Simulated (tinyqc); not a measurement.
Worked calculation: overlap of hydrogenic dopants: pairs, impurity band and the Mott density. Values are carried at full precision from step to step, so a last printed digit may differ when a step is redone from the rounded ones.

Ry* = Ry m/eps^2, aB = a0 eps/m. For 1s orbitals a distance rho = R/aB apart, in Ry*: overlap S = exp(-rho)(1 + rho + rho^2/3), J = (2/rho)(1 - (1 + rho) exp(-2 rho)) (attraction to the other ion), Kx = 2 (1 + rho) exp(-rho) (exchange of one electron). One electron on a pair has E = -1 - (J +/- Kx)/(1 +/- S), without the repulsion 2/rho of the ions. Hopping after orthogonalisation: t = (Kx - S J)/(1 - S^2), half the splitting. Dopants on a lattice with z neighbours, n = 1/R^3 (simple cubic), give a band of width B = 2 z t, as on any lattice of two interpenetrating sublattices. Valleys, central cells and disorder are left out.

Constants: Ry = 13.60569312 eV; a0 (Bohr radius) = 0.5291772105 angstrom; hbar = 6.58211957e-16 eV s.

Values chosen for the exercise (an isotropic mass and dielectric constant of the size used for donors in SiC; the results hold for these values, not for the real material): m = 0.387 m0 (mass); eps = 9.6 (dielectric constant); N = 0.0023 1/aB^3 (dopant density); rho = 4.9 aB (distance of a pair); u = 0.945 Ry* (cost of a second electron on one dopant); z = 6 (neighbours in the dopant lattice).

## Scales

Form Ry*, aB, and the density N in 1/cm^3 (1/angstrom^3 = 1e24/cm^3).

Ry* = 57.133 meV
aB = 13.127 angstrom
density = 1.017e+18 1/cm^3

## A pair with one electron

Form S, J, Kx, the two levels, t, and the total energy of the lower state with the repulsion, relative to a distant pair (-1).

S, J, Kx: 0.10353  0.40803  0.08787

levels (Ry*): even -1.44937, odd -1.35714

t = 0.04612 Ry*
energy of the pair against a distant one (negative: bound) = -0.04121 Ry*

In this host the pair is 6.4 nm long and its splitting 2t is 5.27 meV.

## The pair with two electrons (two-site Hubbard model)

t is the hopping between the two dopants. Singlet at (u - sqrt(u^2 + 16 t^2))/2 below the triplet at 0; estimate 4 t^2/u; weight of double occupancy (1 - u/sqrt(u^2 + 16 t^2))/2; swap time pi hbar/Jx with Jx the splitting in eV. t and u are in units of Ry*.

singlet-triplet splitting (meV): exact 0.5096, 4 t^2/u 0.5144

double occupancy = 0.0093
swap time = 4.06 ps

The estimate is 0.9 % too high at 4t/u = 0.20.

## The impurity band at this density

Form R/aB, t, B = 2 z t and N^(1/3) aB. Two estimates of the gap between the Hubbard bands: u - B (rigid bands, closing at B = u) and the Hubbard-III rule, which closes at B = (2/sqrt3) u; give B/u.

R/aB = 7.5757
t = 0.00504 Ry*

B: in Ry* 0.061, in meV 3.459

N^(1/3) aB = 0.1320
B/u = 0.064

Both rules leave a gap: an insulator at T = 0. Mott's screening rule, N^(1/3) aB = 0.26, puts this density on the insulating side.

## Checks

- Overlap S against numerical integration in elliptic coordinates: both 0.10353.

Program tinyqc; command `OMP_NUM_THREADS=1 python tinyqc.py 1482464 1482465 out.jsonl`; about 0.01 s on one thread of a shared Intel(R) Xeon(R) Processor @ 2.30GHz.
